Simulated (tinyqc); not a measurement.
Admittance spectroscopy and thermally stimulated current of one trap level in a depletion layer: one step, computed by the program tinyqc. Command: `OMP_NUM_THREADS=1 python tinyqc.py 3112149 3112150 out.jsonl admit walk`. One thread of a shared host (Intel(R) Xeon(R) Processor @ 2.30GHz), about 0.01 s of CPU time with the checks.

A Schottky junction on n-type material holds one donor-like electron trap; shallow donors are fully ionised and abrupt depletion edges are assumed.

Question. The capacitance step. With E_c - E_F = k_B T_p ln(N_c/N): lambda = sqrt(2 eps eps_0 (E_t - (E_c - E_F))/(e^2 N)); traps are empty and charged for x < x_t = w - lambda, and V_b = e (N w^2 + N_t x_t^2)/(2 eps eps_0). High frequency: C_hf = eps eps_0/w. Low frequency: C_lf = eps eps_0 (N + N_t)/(N w + N_t x_t).

Inputs (values chosen for the exercise, modelled on n-type silicon):
```
quantity                         value    unit
dielectric constant eps           11.5       -
shallow doping N               8.2e+15  1/cm^3
trap density N_t               2.5e+15  1/cm^3
trap depth E_t below the band    0.394      eV
band bending V_b                     1       V
```

E_c - E_F = k_B T_p ln(N_c/N) = 0.1387706 eV

Constants: eps_0 = 8.8541878128e-12 F/m; e = 1.602176634e-19 C.

Give: lambda; depletion width w; crossing point x_t; C_hf; C_lf; step (C_lf - C_hf)/C_hf; small-N_t estimate (N_t/N)(lambda/w).

Answer.

lambda = 198.90 nm

depletion width w = 380.70 nm

crossing point x_t = 181.80 nm

C_hf = 26.746 nF/cm^2

C_lf = 30.465 nF/cm^2

step (C_lf - C_hf)/C_hf = 0.13905

small-N_t estimate (N_t/N)(lambda/w) = 0.15929

Reading N_t/N straight from the step would give 0.139 against the true 0.305: the factor lambda/w must be known. Caution: N_t/N is not small, so the peak moves away from omega = 2 e_n.
